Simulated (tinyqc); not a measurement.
Kinetics of strain relaxation and threading dislocations in mismatched semiconductor layers: one step, computed by the program tinyqc. Command: `OMP_NUM_THREADS=1 python tinyqc.py 3022406 3022407 out.jsonl threading walk`. One thread of a shared host (Intel(R) Xeon(R) Processor @ 2.30GHz), about 0.01 s of CPU time with the checks.

60-degree dislocations on {111} planes of a (001) layer, isotropic elasticity. The Schmid factor is 1/sqrt(6), and a misfit segment relieves strain with b/2.

Task: Excess stress and glide velocity at the start. Excess resolved stress tau = (1/sqrt 6) [2 G (1 + nu)/(1 - nu)] (e - e_eq), e_eq = b (1 - nu/4) [ln(h/b) + 1]/(4 pi (1 + nu) h), the Matthews-Blakeslee strain of an uncapped layer; glide velocity v = v0 tau exp(-Q/(k_B T)), tau in MPa.

Inputs (values chosen for the exercise, modelled on Si(0.8)Ge(0.2) on Si):
```
quantity                     value         unit
misfit f                   0.00869            -
shear modulus G               66.4          GPa
Poisson ratio nu              0.27            -
Burgers vector b              3.88     angstrom
glide activation energy Q     2.16           eV
velocity prefactor v0        38000  m/s per MPa
layer thickness h               69           nm
anneal temperature T           933            K
```

Constants: k_B = 8.617333262e-05 eV/K.

Give: equilibrium strain e_eq; excess stress tau; mobility v/tau; initial velocity.

Result:

equilibrium strain e_eq = 0.002031

excess stress tau = 628.1 MPa

mobility v/tau = 8.168e-08 m/s per MPa

initial velocity = 51.30 micrometre/s
